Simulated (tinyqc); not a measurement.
Lorentz oscillators and the Kramers-Kronig relations: sweeps and comparisons. A value that a table varies takes the place of the one given here.

eps(E) = 1 + sum_j S_j/(E0_j^2 - E^2 - i G_j E).

Kramers-Kronig: eps1(E) = 1 + (2/pi) P integral_0^infinity E1 eps2(E1)/(E1^2 - E^2) dE1. Maclaurin rule on the grid E_j = j h, j = 1 .. M: eps1(E_i) = 1 + (4 h/pi) sum over j with j - i odd of E_j eps2(E_j)/(E_j^2 - E_i^2); nothing is added above E_M.

n + i k = sqrt(eps1 + i eps2) with k >= 0; R = ((n - 1)^2 + k^2)/((n + 1)^2 + k^2) at normal incidence from vacuum; alpha = 2 E k/(hbar c), times 1e8 for 1/cm; loss function Im(-1/eps) = eps2/(eps1^2 + eps2^2).

Constants: hbar c = 1973.269805 eV angstrom.

Inputs chosen for the exercise (line positions loosely like those of Ge; Lorentz tails absorb below the gap, where the real solid is clear; the results hold for these values, not for the real material): E0 = (2.11, 3.24, 4.31) eV (resonances); G = (0.45, 0.98, 0.65) eV (widths); S = (18.6, 42.3, 69.8) eV^2 (strengths); h = 0.25 eV (grid step); M = 36 (grid points E_j = j h); E_t = 1.1 eV (energy below the first line); E = 6.3 eV (photon energy).

## Numerical transform against the formula

Every third grid point is listed; the error is the transform minus the formula.

Dielectric function:
```
E (eV)    eps2  eps1 formula  eps1 transform   error
0.50     0.501        13.340          13.177  -0.162
1.25     2.040        15.942          16.145   0.203
2.00    18.726        20.008          17.985  -2.023
2.75    10.236         9.832           9.671  -0.160
3.50    13.756         3.482           3.792   0.310
4.25    26.974        -0.090          -0.702  -0.611
5.00     5.359       -11.164         -11.349  -0.185
5.75     1.665        -5.927          -5.871   0.056
6.50     0.805        -3.627          -3.740  -0.113
7.25     0.471        -2.378          -2.385  -0.008
8.00     0.306        -1.602          -1.714  -0.112
8.75     0.213        -1.079          -1.149  -0.069
```

How do the results move?

The largest error listed is -2.023 at 2.00 eV. The rule samples every 2h = 0.5 eV and the narrowest line is 0.45 eV wide, so it is not resolved. The grid ends at 9 eV, where eps2 is still 0.191; the error at the last point listed, nearest the missing tail, is -0.069.

## How far the spectrum must be known

The integrals are done by adaptive quadrature and cut at E_cut. f-sum share: (2/pi) integral of E eps2 over sum S. Static share: (2/pi) integral of eps2/E over eps(0) - 1.

Cut integrals:
```
E_cut (eV)  eps1(E_t)  f-sum share  static share
3.4            10.381        0.305         0.632
4.7            14.290        0.767         0.934
6.5            14.991        0.906         0.990
8.6            15.072        0.938         0.997
12.9           15.102        0.962         0.999
21.5           15.111        0.978         1.000
```

eps1(E_t) from the formula = 15.113

How do the results move?

Cut at 4.7 eV, just above the last line, eps1(E_t) lacks 0.822; cut at 21.5 eV it lacks 0.002. At 6.5 eV the static sum has reached 0.990 and the f-sum only 0.906: the f-sum weights eps2 by E and the static sum by 1/E, so the f-sum needs the far tail.

## Optical constants across the spectrum

Spectrum:
```
E (eV)     eps1    eps2      n      k      R   loss
0.65     13.616   0.687  3.691  0.093  0.329  0.004
1.53     18.263   3.781  4.296  0.440  0.392  0.011
2.41      5.215  10.975  2.947  1.862  0.381  0.074
3.29      5.283  15.938  3.322  2.399  0.456  0.057
4.17      4.514  24.504  3.836  3.194  0.543  0.039
5.05    -10.645   4.833  0.723  3.342  0.795  0.035
5.94     -5.182   1.348  0.294  2.295  0.831  0.047
6.82     -3.012   0.630  0.180  1.745  0.837  0.066
7.70     -1.873   0.360  0.131  1.375  0.835  0.099
8.58     -1.182   0.230  0.105  1.092  0.826  0.159
9.46     -0.723   0.158  0.092  0.855  0.809  0.288
10.34    -0.401   0.114  0.089  0.639  0.777  0.655
```

What does this show?

Among the energies listed the largest values are at (eV): eps2 4.17; n 1.53; k 5.05; R 6.82; loss 10.34 (last row, still rising). eps1 crosses zero at 4.25 and 12.01 eV; the last crossing is upward and marks the plasmon, against sqrt(sum S) = 11.43 eV for free electrons.

## What each oscillator parameter does

At the energy E. Each row changes one parameter from the base and keeps the others.

Results:
```
case                            eps1   eps2      n      k      R
base                          -4.097  0.953  0.234  2.038  0.835
E0 = (2.11, 3.402, 4.31) eV   -4.146  0.975  0.238  2.050  0.834
G = (0.45, 1.47, 0.65) eV     -4.027  1.078  0.266  2.024  0.813
S = (18.6, 50.76, 69.8) eV^2  -4.375  1.012  0.240  2.105  0.839
E = 6.615 eV                  -3.389  0.734  0.198  1.852  0.837
```

How do the results move?

The largest shifts from the base row, up to three for each result and ties (the steps differ in size, so this ranks the rows, not the parameters). eps1: E +0.708, S -0.277, G +0.070. eps2: E -0.219, G +0.124, S +0.059. n: E -0.036, G +0.032, S +0.006. k: E -0.186, S +0.068, G -0.013. R: G -0.022, S +0.004, E +0.002.

Run: tinyqc, `OMP_NUM_THREADS=1 python tinyqc.py 1650401 1650402 out.jsonl`; Intel(R) Xeon(R) Processor @ 2.30GHz, one thread, shared host; about 0.2 s of CPU time with all checks.
